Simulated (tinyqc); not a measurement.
Length of a polyene: Hueckel, PPP and singles CI along the polyenes. Computed by the program tinyqc. 

All-trans chains of carbon centres 1.40 angstrom apart:
```
parameter,value
"beta (eV), times 1 +/- alternation",-2.130000
alternation,0
W (eV),11.160000
gamma_rr (eV),10.200000
repulsion formula,Ohno
```

Hueckel uses the same beta without repulsion; CIS keeps all single excitations and so misses the low, doubly excited 2Ag state. W is the valence ionisation energy of a centre, MN the Mataga-Nishimoto formula, f the oscillator strength.

Gaps and excitations (eV):
```
centres,Hueckel gap,PPP orbital gap,bright singlet (CIS),f,lowest triplet (CIS)
2,4.2600,11.5026,5.7387,0.4920,2.7813
4,2.6328,9.0290,4.4679,0.9588,1.7997
6,1.8959,7.7476,3.6913,1.3684,1.3268
8,1.4795,6.9651,3.1735,1.7296,1.0646
10,1.2125,6.4414,2.8056,2.0482,0.9037
12,1.0270,6.0699,2.5332,2.3325,0.7979
14,0.8906,5.7957,2.3253,2.5907,0.7246
```

The Hueckel gap tends to 4 x alternation x |beta| = 0.00 eV for long chains (zero without alternation, falling as 1/N). Exchange opens the PPP orbital gap, and the attraction of electron and hole brings the bright state 3.47 eV below it at 14 centres; the triplet lies 1.60 eV lower still.
